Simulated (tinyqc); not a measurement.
Inside a calculation. Method: Rayleigh-quotient iteration on a symmetric matrix. One step of it, computed by the program tinyqc.

Question. Step 1. solve (A - shift) w = v; v' = w/|w| with its largest component positive (the first on a tie); lambda = v'^T A v'; the next shift is lambda.

A:
```
[[0.528000, -0.003000, 0.382000, -0.116000, -0.221000],
 [-0.003000, 1.225000, -0.342000, 0.078000, 0.070000],
 [0.382000, -0.342000, 1.647000, -0.063000, -0.139000],
 [-0.116000, 0.078000, -0.063000, 2.834000, -0.665000],
 [-0.221000, 0.070000, -0.139000, -0.665000, 3.249000]]
```

vector v at the start: [0.447214, 0.447214, 0.447214, 0.447214, 0.447214]

shift = 0.200000

Give: vector after step 1; Rayleigh quotient after step 1.

Answer.

vector after step 1: [0.943, 0.218, -0.001, 0.175, 0.183]

Rayleigh quotient after step 1 = 0.575
